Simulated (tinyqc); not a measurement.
Heisenberg spin cluster by exact diagonalisation: multiplets, susceptibility, level crossings. Inputs raised by 10 %, one at a time. Computed by tinyqc, a small Python program. Command: `OMP_NUM_THREADS=1 python tinyqc.py 3024169 3024170 out.jsonl spincl sens`. One thread of a shared host (Intel(R) Xeon(R) Processor @ 2.30GHz), about 0.01 s of CPU time with the checks.

H = J1 sum S_i.S_j over the bonds 1-2, 2-3, 3-4, 4-5, 5-6, 6-1 + J2 sum over 1-3, 2-4, 3-5, 4-6, 5-1, 6-2 - g mu_B B S_z; J > 0 is antiferromagnetic.

Inputs (values chosen for the exercise, for a model cluster): exchange J1 = 1.7 meV; exchange J2 = 1.6 meV; g factor = 2.17; temperature T = 9.3 K.

Cluster: ring of six with second neighbours J2. Spin s of each site: 0.5.

Constants: k_B = 8.617333262e-05 eV/K.

Method. Every multiplet has one member in the block S_z = 0; diagonalise it and read the total spin from <S^2> = S (S + 1). Z = sum k (2S + 1) exp(-E/(k_B T)) over the table, k the number of multiplets; <S^2> likewise with the factor S (S + 1); chi T = N_A g^2 mu_B^2 <S^2>/(3 k_B) = 0.125049 g^2 <S^2> cm^3 K/mol (cgs, per mole of clusters); C = (<E^2> - <E>^2)/(k_B T)^2; entropy = ln Z + <E>/(k_B T).

Runs:
```
input moved        from     to  chi T (cm^3 K/mol)  heat capacity (k_B)  entropy (k_B)  gap to the next level (meV)
base run              -      -             0.60051               1.7657         2.4884                       1.5434
exchange J1 (meV)   1.7   1.87             0.56902               1.8137         2.4041                       1.4216
exchange J2 (meV)   1.6   1.76             0.56940               1.8497         2.4021                       1.7000
g factor           2.17  2.387             0.72662               1.7657         2.4884                       1.5434
temperature T (K)   9.3  10.23             0.66221               1.6258         2.6498                       1.5434
```

Exponents ln(y'/y) / ln(x'/x):
```
input           chi T  heat capacity  entropy  gap to the next level
exchange J1    -0.565          0.282   -0.361                 -0.862
exchange J2    -0.558          0.488   -0.370                  1.014
g factor        2.000          0.000    0.000                  0.000
temperature T   1.026         -0.866    0.659                  0.000
```

Which inputs matter most for each result?

Among the inputs moved here: chi T answers most in size to g factor (exponent +2.000), next to temperature T (+1.026). Its exponent +2.000 in g factor: chi carries g^2. Heat capacity answers most in size to temperature T (exponent -0.866), next to exchange J2 (+0.488); its exponent is below 0.0005 for g factor. Entropy answers most in size to temperature T (exponent +0.659), next to exchange J2 (-0.370); its exponent is below 0.0005 for g factor. gap to the next level answers most in size to exchange J2 (exponent +1.014), next to exchange J1 (-0.862); its exponent is below 0.0005 for g factor, temperature T.
